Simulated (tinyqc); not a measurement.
Which stress helps holes along [110]: six-band Luttinger-Kohn model with strain.

Six-band Luttinger-Kohn model in the basis |3/2,3/2>, |3/2,1/2>, |3/2,-1/2>, |3/2,-3/2>, |1/2,1/2>, |1/2,-1/2>, electron energies, zero at the top of the unstrained valence band. H = -[rows: (P+Q, -S, R, 0, -S/r2, r2 R); (-S*, P-Q, 0, R, -r2 Q, r32 S); (R*, 0, P-Q, S, r32 S*, r2 Q); (0, R*, S*, P+Q, -r2 R*, -S*/r2); (-S*/r2, -r2 Q, r32 S, -r2 R, P+Dso, 0); (r2 R*, r32 S*, r2 Q, -S/r2, 0, P+Dso)], r2 = sqrt(2), r32 = sqrt(3/2). Levels are twofold.

P = c g1 k^2 - av tr(e); Q = c g2 (kx^2 + ky^2 - 2 kz^2) - (b/2)(exx + eyy - 2 ezz); R = c sqrt3 [-g2 (kx^2 - ky^2) + 2i g3 kx ky] + (sqrt3/2) b (exx - eyy) - i d exy; S = 2 c sqrt3 g3 (kx - i ky) kz - d (exz - i eyz); c = hbar^2/2m0, e the strain tensor (not engineering shear).

s11 = (C11 + C12)/((C11 - C12)(C11 + 2 C12)), s12 = -C12/((C11 - C12)(C11 + 2 C12)), s44 = 1/C44; exx = s11 sxx + s12 (syy + szz) and cyclic, exy = s44 sxy/2; tension is positive. A uniaxial stress X along the unit vector n is s_ij = X n_i n_j.

Constants: hbar^2/2m0 = 3.80998211 eV angstrom^2.

Values chosen for the exercise (near those of GaP; shifted at random, so the results belong to these values and not to a real crystal): Dso = 0.081 eV (spin-orbit splitting); g1 = 4.04 (Luttinger gamma1); g2 = 0.49 (gamma2); g3 = 1.25 (gamma3); av = 1.71 eV (valence hydrostatic potential); b = -1.61 eV (tetragonal shear potential); d = -4.56 eV (trigonal shear potential); C11 = 140.8 GPa; C12 = 62.4 GPa; C44 = 70.5 GPa; X1 = 0.6 GPa (size of the stress).

Each load has size X1 (biaxial: sxx = syy); masses are curvatures of the top pair at k = 0.

Results:
```
load                         splitting (meV)  top edge (meV)  m [110]  m [001]
uniaxial [110], compression             25.7            10.4    0.141    0.302
uniaxial [110], tension                 19.4            15.4    0.504    0.217
uniaxial [100], compression             27.8            11.6    0.227    0.301
uniaxial [100], tension                 20.5            16.2    0.264    0.221
uniaxial [111], compression             25.1            10.0    0.172    0.248
uniaxial [111], tension                 19.0            15.1    0.358    0.248
biaxial (001), compression              20.5             4.6    0.221    0.327
biaxial (001), tension                  27.8            23.2    0.301    0.183
```

What can be read from this table?

The lightest mass along [110] (0.141) comes with uniaxial [110], compression. The largest splitting (27.8 meV) comes with uniaxial [100], compression; biaxial (001), tension. The heaviest mass along [001] (0.327), which lowers the confinement energy in a (001) channel, comes with biaxial (001), compression. The splitting per GPa follows b (s11 - s12) for loads along cube axes and d s44 for [111]: here 2 |b| (s11 - s12) = 41.1 and |d| s44/sqrt3 = 37.3 meV per GPa in the limit of large Dso; where the splitting nears Dso, mixing with the split-off band makes it depend on the sign of the load.

tinyqc: `OMP_NUM_THREADS=1 python tinyqc.py 1080147 1080148 out.jsonl`; about 0.2 s, one thread, shared Intel(R) Xeon(R) Processor @ 2.30GHz.
